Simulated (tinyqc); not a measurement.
# Time-domain thermoreflectance: layered heat flow under a modulated pulse train, and what the signal ratio measures, step by step

A worked calculation. Computed by tinyqc, a small Python program that keeps every step. Command: `OMP_NUM_THREADS=1 python tinyqc.py 3112120 3112121 out.jsonl tdtr walk`. One thread of a shared host (Intel(R) Xeon(R) Processor @ 2.30GHz), about 0.1 s of CPU time with the checks. Intermediate numbers are printed to about 5 digits and carried at full precision; extremes and crossings named in words are read from the listed rows.

Pulses repeat at 80 MHz; heat is laid down at the surface, all layers are isotropic.

Inputs (values chosen for the exercise, modelled on aluminium on beta-Ga2O3):
```
quantity,value,unit
metal thickness d,73,nm
metal conductivity,130,W/(m K)
metal heat capacity,2.42,MJ/(m^3 K)
boundary conductance G under the metal,150,MW/(m^2 K)
substrate conductivity kappa,16.2,W/(m K)
substrate heat capacity C,3.3,MJ/(m^3 K)
modulation frequency f,1,MHz
"spot radius w (1/e^2, pump and probe)",15,micrometre
delay t,1200,ps
```

Stack: metal, substrate.

## Length and time scales

Penetration depth sqrt(kappa/(pi f C)); effusivity sqrt(kappa C); cooling time of the metal d C_m/G; Kapitza length kappa/G.

penetration depth = 1.2500 micrometre

effusivity = 7311.6 W s^(1/2)/(m^2 K)

cooling time of the metal = 1177.7 ps

Kapitza length = 108 nm

depth over spot radius = 0.083336

## Impedance at k = 0 and the modulation frequency

For radial wave number k and angular frequency W each layer has u = sqrt(4 pi^2 k^2 + i W C/kappa) and gamma = kappa u. Surface impedance from below: Z = 1/gamma for the substrate; a layer of thickness L maps Z to (Z + tanh(u L)/gamma)/(1 + gamma Z tanh(u L)); a boundary adds 1/G. Take k = 0 and W = 2 pi f.

Z of the substrate = 38.582-38.582i m^2 K/GW

Z at the surface = 42.049-39.022i m^2 K/GW

## Response at the modulation frequency

Response per absorbed watt H(W) = 2 pi int_0^(2/w) Z(k, W) exp(-pi^2 k^2 w^2) k dk by 20 Gauss-Legendre points.

H(2 pi f) = 0.059780-0.054118i K/mW

phase of H(2 pi f) = -42.154 degrees

## Signal at one delay

Signal: X + iY = sum_(m = -M..M) H(2 pi (f + m f_r)) exp(i 2 pi m f_r t) exp(-pi (m/M)^2 x 4), f_r = 80 MHz, M = 4000, with H(-W) the complex conjugate of H(W); V_in = X, V_out = Y, ratio = -V_in/V_out.

V_in = 0.092559 K/mW

V_out = -0.054190 K/mW

ratio -V_in/V_out = 1.7080

## Ratio and sensitivities against delay

Sensitivity S = ln(ratio'/ratio)/ln(1.01) for a rise of one input by 1 %.

Ratio and sensitivities:
```
t (ps),ratio,S to kappa,S to G,S to d,S to C,S to w
100,2.4886,0.35865,-0.03768,-0.62471,0.34133,-0.043927
200,2.3715,0.34720,-0.07246,-0.57036,0.32964,-0.043986
400,2.1812,0.32336,-0.12229,-0.47469,0.30535,-0.044105
800,1.9038,0.27747,-0.17905,-0.32824,0.25863,-0.044378
1500,1.5949,0.21025,-0.21138,-0.16432,0.19013,-0.044947
2500,1.3389,0.14323,-0.20072,-0.04433,0.12159,-0.045858
4000,1.1270,0.08662,-0.15886,0.02348,0.06318,-0.047253
```

The largest sensitivity in size at 100 ps is to d (-0.62). kappa and C enter almost alike, through the effusivity. At 400 ps an error of 3 % in d passes on as 4 % in kappa.

Checks made by the program: steady rise of a bare substrate, 1/(2 sqrt(pi) w kappa), from the same quadrature (relative difference below 1e-10).
